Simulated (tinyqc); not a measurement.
## Voltage acceleration of oxide breakdown, four models on the same data: lifetime against voltage in four models

Field E = V/tox in MV/cm. Models: ln(t63/1 s) = a - c X with X = E (E model), -1/E (1/E model), ln V (power law, c the exponent n) or sqrt(E).

a and c were fitted to stress data from 5.36 to 7.29 V. Project to Vu, multiply by exp[(Ea q/kB)(1/Tu - 1/Ts)] and by ks; ten years are 3.15576e8 s.

Inputs (values chosen for the exercise): oxide thickness tox = 5.9 nm; stress temperature Ts = 398 K; use temperature Tu = 328 K; activation energy Ea = 0.6 eV; factor for area and percentile ks = 2.9e-5.

Constants: q = 1.602176634e-19 C, kB = 1.380649e-23 J/K. Results are converted to the units shown.

| model | c | a |
|---|---|---|
| E | 2.84594 | 36.5819 |
| 1/E | 322.999 | -24.5434 |
| power | 30.4932 | 62.0723 |
| sqrt E | 18.6577 | 67.0385 |

Lifetime against voltage in four models:

| Vu (V) | log10 years, E | log10 years, 1/E | log10 years, power | log10 years, sqrt E |
|---|---|---|---|---|
| 2.56 | 0.1092 | 11.26 | 4.094 | 1.821 |
| 3.07 | -0.9592 | 5.884 | 1.688 | 0.2157 |
| 3.57 | -2.007 | 2.109 | -0.3102 | -1.233 |
| 4.08 | -3.075 | -0.7892 | -2.079 | -2.609 |
| 4.59 | -4.143 | -3.043 | -3.638 | -3.901 |
| 5.1 | -5.212 | -4.846 | -5.034 | -5.124 |
| 5.6 | -6.259 | -6.295 | -6.272 | -6.265 |
| 6.11 | -7.328 | -7.529 | -7.426 | -7.376 |

The four agree within 0.20 decades in the last row, inside the stress range, and part by 11.1 decades in the first. The local exponent -d ln t/d ln V is c E for the E model, which shrinks as V falls, constant for the power law, and c/E for the 1/E model, which grows as V falls.

Range of the model: All four laws are empirical fits; none is established far below the stress range.

Numbers from tinyqc (`OMP_NUM_THREADS=1 python tinyqc.py 2070113 2070114 out.jsonl`; about 0.01 s on one thread of a shared Intel Xeon 2.30GHz).
